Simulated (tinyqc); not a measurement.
# Changing the mass of the heavy element at fixed Z and stopping

Model: Rutherford backscattering from a thin compound film on silicon: kinematics, yields, composition and thickness. Computed by tinyqc, a small Python program. Command: `OMP_NUM_THREADS=1 python tinyqc.py 3031493 3031494 out.jsonl rbs sweep`. One thread of a shared host (Intel(R) Xeon(R) Processor @ 2.30GHz), about 0.01 s of CPU time with the checks.

Singly charged helium ions (Z1 = 2, M1 = 4.0026 u) enter at the tilt angle a1 to the normal and leave at a2 = |180 - theta - tilt| in the same plane. The film is A B_x.

Inputs (values chosen for the exercise, modelled on a helium beam on NiSi):
```
quantity                                value           unit
beam energy E0                              2            MeV
scattering angle theta                    150        degrees
tilt of the sample                          7        degrees
heavy element: stopping eps_A at 2 MeV   72.9  1e-15 eV cm^2
light element: mass M_B                 28.09              u
light element: stopping eps_B at 2 MeV     49  1e-15 eV cm^2
atoms of B per atom of A, x              1.06              -
atomic density of the film               83.6         1/nm^3
film thickness d                           27             nm
detector resolution (FWHM)                 13            keV
```

Method:
- Kinematic factor K = [(sqrt(M^2 - M1^2 sin^2 theta) + M1 cos theta)/(M + M1)]^2.
- Surface edges lie at K E0; substrate silicon has M = 28.09 u. Mass resolution at M_A = resolution/(E0 dK/dM).
- Stopping per atom eps(E) = eps(2 MeV) (E/2 MeV)^(-0.4) (a law chosen for the exercise); Bragg rule eps_film = (eps_A + x eps_B)/(1 + x); areal density N d, with 1/nm^2 = 0.1 x 1e15/cm^2.
- Width of the signal of element i: [K_i eps(E0)/cos a1 + eps(K_i E0)/cos a2] N d; depth resolution = resolution x d/width of A; energy lost on the way in = eps(E0) N d/cos a1.

One run for each value:
```
heavy element: mass M_A (u)  mass resolution at M_A (u)  depth resolution (nm)
30                                                0.634                 13.241
45                                                1.219                 13.069
60                                                2.001                 12.924
80                                                3.348                 12.789
110                                               6.023                 12.662
140                                               9.481                 12.583
170                                              13.723                 12.529
200                                              18.747                 12.491
```

Over the rows, mass resolution at M_A (u) rises from 0.634 to 18.7 (exponent d ln y / d ln x 1.6 between the first rows and 1.9 between the last); depth resolution (nm) falls from 13.2 to 12.5 (exponent d ln y / d ln x -0.032 between the first rows and -0.019 between the last). For M much above M1, 1 - K falls as 1/M, so dK/dM falls as 1/M^2.

Caution (all rows): the silicon signal of the film merges with that of the substrate, so only the width of A can be read directly.
